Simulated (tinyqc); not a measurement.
# Changing the Born charge Z*

Model: single-oscillator infrared dielectric function of a polar cubic crystal. Computed by tinyqc, a small Python program. Command: `OMP_NUM_THREADS=1 python tinyqc.py 3022164 3022165 out.jsonl infrared sweep`. One thread of a shared host (Intel(R) Xeon(R) Processor @ 2.30GHz), about 0.01 s of CPU time with the checks.

One ion pair, charges +Z* and -Z*, in a cell of volume Omega = a^3/4. Frequencies omega are given as wavenumbers (1/cm); eps_s is the static dielectric constant.

Inputs (values chosen for the exercise, modelled on cubic silicon carbide):

| quantity | value | unit |
|---|---|---|
| lattice constant a | 4.36 | angstrom |
| mass M_A | 28.086 | u |
| mass M_B | 12.011 | u |
| omega_TO | 797 | 1/cm |
| eps_inf | 6.36 | - |
| phonon damping gamma | 6.1 | 1/cm |
| probe frequency / omega_TO | 0.938 | - |

Structure: zinc blende. Free carriers: absent.

Constants: nu for 1 eV/(angstrom^2 u) = 15.6333042 THz; 1 THz = 33.35640952 1/cm; e^2/(4 pi eps_0) = 14.39964548 eV angstrom.

Method:
- mu = M_A M_B/(M_A + M_B); ionic plasma term W^2 = 4 pi Z*^2 (e^2/(4 pi eps_0))/(Omega mu) in eV/(angstrom^2 u), turned into 1/cm by W = 15.6333042 x 33.35640952 x sqrt(W^2); omega_LO^2 = omega_TO^2 + W^2/eps_inf; eps_s = eps_inf + W^2/omega_TO^2; Szigeti charge 3 Z*/(eps_inf + 2); longitudinal (Callen) charge Z*/eps_inf.
- eps(omega) = eps_inf + W^2/(omega_TO^2 - omega^2 - i gamma omega); n + i k = sqrt(eps) with k >= 0; R = |(n + i k - 1)/(n + i k + 1)|^2 at normal incidence from vacuum.
- omega is the probe ratio times omega_TO. Intensity decays over 1/(4 pi omega k); the loss function is Im(-1/eps).

One run for each value:

| Born charge Z* (e) | omega_LO (1/cm) | eps_s | Szigeti charge (e) | reflectivity R |
|---|---|---|---|---|
| 0.84 | 816 | 6.67 | 0.301 | 0.2492 |
| 1.40 | 850 | 7.23 | 0.502 | 0.3287 |
| 2.00 | 902 | 8.14 | 0.718 | 0.4130 |
| 2.60 | 967 | 9.36 | 0.933 | 0.4856 |
| 3.20 | 1044 | 10.91 | 1.148 | 0.5453 |
| 3.80 | 1130 | 12.78 | 1.364 | 0.5942 |
| 5.00 | 1321 | 17.47 | 1.794 | 0.6677 |

Give the missing row, Born charge Z* (e) = 4.40.

Computed row:
```
Born charge Z* (e)  omega_LO (1/cm)  eps_s  Szigeti charge (e)  reflectivity R
4.40                           1222  14.96               1.579          0.6343
```

Interpolating between the two neighbouring rows (the first column on a logarithmic scale, the others too where they are positive) misses most in eps_s, by 0.92 %. Over the rows, omega_LO (1/cm) rises from 816 to 1320 (exponent d ln y / d ln x 0.079 between the first rows and 0.61 between the last); eps_s rises from 6.67 to 17.5 (exponent d ln y / d ln x 0.16 between the first rows and 1.2 between the last); Szigeti charge (e) rises from 0.301 to 1.79 (exponent d ln y / d ln x about 1.00 throughout). The exponent of Szigeti charge stays at 1: it is proportional to Z*. The charge enters as Z*^2: eps_s - eps_inf grows by a factor 35.4 = (5.0/0.84)^2, and omega_LO^2 - omega_TO^2 by the same factor, while omega_TO is held fixed.
